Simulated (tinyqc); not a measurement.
Worked calculation: Pariser-Parr-Pople SCF with singles CI, for the molecule FC1=CC=CC=CC=N1 (SMILES; centres numbered as the heavy atoms are written). One step of it, computed by the program tinyqc.

Question. Iteration 2: Fock matrix. F_rr = H_rr + P_rr gamma_rr / 2 + sum_(s != r) P_ss gamma_rs; F_rs = H_rs - P_rs gamma_rs / 2; E = tr P (H + F) / 2 + core repulsion sum_(r<s) z_r z_s gamma_rs.

P after iteration 1, lower triangle:
```
,1F,2C,3C,4C,5C,6C,7C,8C,9N
1F,1.448629
2C,0.549230,0.920729
3C,-0.071617,0.544499,1.264830
4C,-0.257897,0.103619,0.627495,0.869080
5C,0.027214,-0.116267,-0.223912,0.620385,1.224221
6C,0.230479,-0.119942,-0.138168,0.125663,0.604886,0.852133
7C,0.013815,-0.073332,0.237843,-0.143692,-0.225082,0.618798,1.233090
8C,-0.257387,0.085460,-0.024294,-0.101750,-0.133908,0.132266,0.607427,0.846340
9N,-0.055386,0.491185,-0.278703,-0.014726,0.235100,-0.145855,-0.235126,0.633037,1.340949
```

core matrix H (eV), lower triangle:
```
,1F,2C,3C,4C,5C,6C,7C,8C,9N
1F,-75.654994
2C,-2.100000,-65.461767
3C,0.000000,-2.390000,-59.510742
4C,0.000000,0.000000,-2.390000,-55.468327
5C,0.000000,0.000000,0.000000,-2.390000,-53.936071
6C,0.000000,0.000000,0.000000,0.000000,-2.390000,-53.529405
7C,0.000000,0.000000,0.000000,0.000000,0.000000,-2.390000,-53.965029
8C,0.000000,0.000000,0.000000,0.000000,0.000000,0.000000,-2.390000,-55.618536
9N,0.000000,-2.510000,0.000000,0.000000,0.000000,0.000000,0.000000,-2.510000,-62.971092
```

repulsion gamma_rs (eV), lower triangle:
```
,1F,2C,3C,4C,5C,6C,7C,8C,9N
1F,21.400000
2C,8.693146,11.130000
3C,5.783104,7.555865,11.130000
4C,3.774320,4.978935,7.552062,11.130000
5C,3.008812,3.979599,4.978314,7.554751,11.130000
6C,2.804273,3.711199,3.978650,4.978935,7.554751,11.130000
7C,3.008812,3.979599,3.711322,3.979599,4.979854,7.554751,11.130000
8C,3.774320,4.978935,3.979206,3.711199,3.979599,4.978935,7.554751,11.130000
9N,5.808208,7.731342,5.029115,4.004204,3.731579,4.003638,5.027529,7.727269,12.300000
```

Centres (angstrom, eV; a flat drawing with bonds scaled to 1.40 angstrom):
```
centre,x,y,core charge z,W,gamma_rr
1F,2.870000,0.000000,2,39.000000,21.400000
2C,1.470000,0.000000,1,11.160000,11.130000
3C,0.935000,1.293000,1,11.160000,11.130000
4C,-0.359000,1.829000,1,11.160000,11.130000
5C,-1.652000,1.293000,1,11.160000,11.130000
6C,-2.188000,0.000000,1,11.160000,11.130000
7C,-1.652000,-1.293000,1,11.160000,11.130000
8C,-0.359000,-1.829000,1,11.160000,11.130000
9N,0.935000,-1.293000,1,14.100000,12.300000
```

Give: F; pi energy.

Answer.

F (eV), lower triangle:
```
,1F,2C,3C,4C,5C,6C,7C,8C,9N
1F,-20.790
2C,-4.487,-6.338
3C,0.207,-4.447,-6.401
4C,0.487,-0.258,-4.759,-4.119
5C,-0.041,0.231,0.557,-4.733,-5.288
6C,-0.323,0.223,0.275,-0.313,-4.675,-3.802
7C,-0.021,0.146,-0.441,0.286,0.560,-4.727,-5.258
8C,0.486,-0.213,0.048,0.189,0.266,-0.329,-4.684,-3.806
9N,0.161,-4.409,0.701,0.029,-0.439,0.292,0.591,-4.956,-8.632
```

pi energy = -158.918 eV
